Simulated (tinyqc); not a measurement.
From results back to parameters: one-oscillator model of a band gap. Three cases, with inputs chosen for the exercise.

Problem. A gap follows E(T) = E0 - s1 t1/(exp(t1/T) - 1) with the zero-point term ZP = s1 t1/2, which scales as M^(-1/2). The shift of E0 on going from M to M + dM and the limiting slope at high T are given.

Case 1.

Values chosen (out of a larger set: near those of InP; not measured data): M = 72.99 u (mean atomic mass); dM = -2.42 u (change of the mean mass (not bounded by the natural isotopes)).

shift of E0 = -0.778400 meV
limiting slope s1 = 0.388 meV/K

Case 2.

Values chosen (out of a larger set: near those of Si; not measured data): M = 28.12 u (mean atomic mass); dM = 0.9 u (change of the mean mass (not bounded by the natural isotopes)).

shift of E0 = 0.958132 meV
limiting slope s1 = 0.302 meV/K

Case 3.

Values chosen (out of a larger set: near those of InP; not measured data): M = 73.03 u (mean atomic mass); dM = -3.99 u (change of the mean mass (not bounded by the natural isotopes)).

shift of E0 = -1.224647 meV
limiting slope s1 = 0.389 meV/K

Find: sqrt(M/(M + dM)); ZP; t1.

Solution. The shift is ZP (1 - sqrt(M/(M + dM))); then t1 = 2 ZP/s1.

Case 1.

sqrt(M/(M + dM)) = 1.017002
ZP = 45.78 meV
t1 = 236 K

Case 2.

sqrt(M/(M + dM)) = 0.984371
ZP = 61.31 meV
t1 = 406 K

Case 3.

sqrt(M/(M + dM)) = 1.028490
ZP = 42.98 meV
t1 = 221 K

Computed by tinyqc, one run a case: `OMP_NUM_THREADS=1 python tinyqc.py N N+1 out.jsonl` with N = 1850274, 1850303, 1850316; one thread of a shared Intel(R) Xeon(R) Processor @ 2.30GHz, about 0.01 s a run at most.
